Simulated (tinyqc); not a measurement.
Quasi-harmonic thermal expansion with mode Grueneisen parameters: one step, computed by the program tinyqc. Command: `OMP_NUM_THREADS=1 python tinyqc.py 3008068 3008069 out.jsonl qha walk`. One thread of a shared host (Intel(R) Xeon(R) Processor @ 2.30GHz), about 0.02 s of CPU time with the checks.

A crystal with two atoms a cell; per atom there are 1 transverse acoustic (TA), 1/2 longitudinal acoustic (LA) and 3/2 optical (O) modes. Every frequency of group i scales as nu_i (V/V0)^(-gamma_i). The acoustic groups have Debye spectra, density 3 nu^2/nu_i^3 up to nu_i (40 Gauss-Legendre points); the optical group has one frequency. Static energy: E = (9 V0 B0/16) [y^3 B' + y^2 (2 - 4 y)], y = (V0/V)^(2/3) - 1, with pressure P_s = (3 B0/2) (z^7 - z^5) [1 + (3/4)(B' - 4)(z^2 - 1)], z = (V0/V)^(1/3).

Task: Properties at the equilibrium volume. For a mode with x = h nu/(k_B T), n = 1/(exp(x) - 1): U = h nu (n + 1/2), C/k_B = x^2 n (n + 1); U_i and C_i sum these over group i with its weight per atom. Phonon pressure P_ph = sum_i gamma_i U_i/V. B_T = -V d(P_s + P_ph)/dV at fixed T (central difference, step 1e-4 V); alpha_V = sum gamma_i C_i k_B/(B_T V), all at V(T); the linear coefficient is alpha_L = alpha_V/3. C_P - C_V = alpha_V^2 B_T V T; the optical frequency is nu_O (V/V0)^(-gamma_O).

Inputs (values chosen for the exercise, modelled on zinc selenide):
```
quantity,value,unit
static volume V0,22.8,angstrom^3/atom
static bulk modulus B0,60.9,GPa
static B',4.97,-
frequency nu_TA,1.92,THz
frequency nu_LA,5.17,THz
frequency nu_O,6.48,THz
Grueneisen parameter gamma_TA,-1.3,-
Grueneisen parameter gamma_LA,0.97,-
Grueneisen parameter gamma_O,1.5,-
temperature T,120,K
```

Acoustic groups: Debye.

volume V(T) = 22.87180 angstrom^3/atom

Constants: h x 1 THz = 4.135667696 meV; k_B = 8.617333262e-05 eV/K; 1 eV/angstrom^3 = 160.2176634 GPa.

Give: volume change from V0; isothermal bulk modulus B_T; linear expansion coefficient; C_V; C_P - C_V; optical frequency at V(T).

Result:

volume change from V0 = 0.3149 %

isothermal bulk modulus B_T = 60.39 GPa

linear expansion coefficient = 1.541 ppm/K

C_V = 2.265 k_B/atom

C_P - C_V = 2.566e-04 k_B/atom

optical frequency at V(T) = 6.450 THz
